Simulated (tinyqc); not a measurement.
What moves the results: bond unit of a tetrahedral oxide and its oxygen vacancy in tight binding. A value that a table varies takes the place of the one given here.

Two sp3 hybrids h1, h2 at eh = (es + 3 ep)/4 point at one oxygen with orbitals s, px, py, pz; x joins the two cations, z bisects the angle phi, and th = (180 - phi)/2. With u = hbar^2/(m d^2) = 2c/d^2, c = hbar^2/2m0: Vhs = -(1.32 + sqrt3 x 1.42) u/2 and Vhp = (1.42 + sqrt3 x 2.22) u/2. <h|s> = Vhs for both; <h1|px> = Vhp cos(th), <h2|px> = -Vhp cos(th); <h|pz> = Vhp sin(th) for both; py is a lone pair. The unit holds 8 electrons. Coupling between units, which widens the levels into bands, is left out.

Without the oxygen the two hybrids face each other at distance R and couple by -V2, V2 = 3.22 x 2c/R^2, c = hbar^2/2m0: a bond at eh - V2 with two electrons and an antibond at eh + V2. Levels are measured from eop, the lone-pair level that stands for the top of the valence band.

Constants: hbar^2/2m0 = 3.80998211 eV angstrom^2.

Inputs chosen for the exercise (near tabulated values for SiO2; not measured data):
- es = -14.88 eV (s level of the cation)
- ep = -7.53 eV (p level of the cation)
- eos = -33.41 eV (s level of oxygen)
- eop = -16.44 eV (p level of oxygen)
- d = 1.59 angstrom (cation-oxygen distance)
- phi = 156 degrees (bond angle at oxygen)
- R = 3.05 angstrom (cation-cation distance across the vacancy)

## Bond angle at oxygen

phi is varied at fixed d. Levels above eop; cation-cation distance 2 d cos(th); band energy is twice the sum of the four filled levels, relative to phi = 180; excess on O is the number of electrons on oxygen less 6.

Against phi:
```
phi (deg)  distance (angstrom)  level 2  level 3  level 5  level 6  excess on O  band energy (eV)
110                      2.605   -6.313   -2.853   12.566   13.385        0.855            -2.255
120                      2.754   -6.805   -2.285   11.950   13.878        0.883            -2.009
130                      2.882   -7.231   -1.723   11.346   14.304        0.921            -1.653
140                      2.988   -7.586   -1.190   10.778   14.658        0.969            -1.225
150                      3.072   -7.865   -0.716   10.275   14.938        1.023            -0.778
160                      3.132   -8.067   -0.336    9.874   15.139        1.076            -0.380
170                      3.168   -8.189   -0.087    9.613   15.261        1.116            -0.101
180                      3.180   -8.229    0.000    9.522   15.302        1.131             0.000
```

What can be read from the table?

Bending moves coupling from px to pz: level 2 rises from -8.23 to -6.31 eV and level 3 falls from 0.00 to -2.85 eV between 180 and 110 degrees. The lowest empty level is lowest at 180 degrees (9.52 eV) and highest at 110 (12.57 eV), so a spread of angles in a glass smears the conduction edge. The band energy is lowest at 110 degrees of those listed (-2.26 eV); the repulsion of the cations, not included, opposes bending.

## The vacancy as the cations move

R is varied; eh = (es + 3 ep)/4. The last two columns are the band energies of the bond with two electrons, -2 V2, and with one, -V2.

Against R (eV):
```
R (angstrom)     V2  bond level  antibond level  two electrons  one electron
2.20          5.069       2.003          12.142        -10.139        -5.069
2.35          4.443       2.630          11.515         -8.886        -4.443
2.50          3.926       3.147          10.998         -7.852        -3.926
2.70          3.366       3.707          10.438         -6.731        -3.366
3.00          2.726       4.346           9.799         -5.453        -2.726
3.30          2.253       4.819           9.326         -4.506        -2.253
3.70          1.792       5.280           8.865         -3.585        -1.792
4.20          1.391       5.682           8.463         -2.782        -1.391
```

What does this show, and why?

The bond level rises from 2.00 eV at 2.2 to 5.68 eV at 4.2 angstrom, towards the lone hybrid at 7.07 eV. Taking one electron away halves the pull between the cations (at 2.5 angstrom from 6.28 to 3.14 eV/angstrom), so the positive vacancy relaxes outward and its level moves up: capture and release of a hole take place at different energies.

## What each value does

Spacing from the highest filled to the lowest empty level, excess electrons on oxygen (their number less 6), and the vacancy bond level eh - V2 - eop, V2 = 3.22 x 2c/R^2. Each row changes one parameter from the base and keeps the others.

Results:
```
case               spacing (eV)  excess on O  vacancy level (eV)
base                    10.0199       1.0560              4.4349
es = -14.38 eV          10.1293       1.0638              4.5599
ep = -7.03 eV           10.3487       1.0791              4.8099
eos = -31.41 eV         10.1862       1.0383              4.4349
eop = -15.94 eV          9.5447       1.0280              3.9349
d = 1.63 angstrom        9.7735       1.0848              4.4349
phi = 148 degrees       10.3687       1.0125              4.4349
R = 3.2 angstrom        10.0199       1.0560              4.6764
```

How do the results move?

The largest shifts from the base row, up to three for each result and ties (the steps differ in size, so this ranks the rows, not the parameters). spacing (eV): eop -0.4752, phi +0.3488, ep +0.3288; unchanged at the printed digits by R. excess on O: phi -0.0435, d +0.0288, eop -0.0280; unchanged at the printed digits by R. vacancy level (eV): eop -0.5000, ep +0.3750, R +0.2415; unchanged at the printed digits by eos, d and phi.

(tinyqc, `OMP_NUM_THREADS=1 python tinyqc.py 1452419 1452420 out.jsonl`, Intel(R) Xeon(R) Processor @ 2.30GHz, 1 thread, shared host, about 0.01 s.)
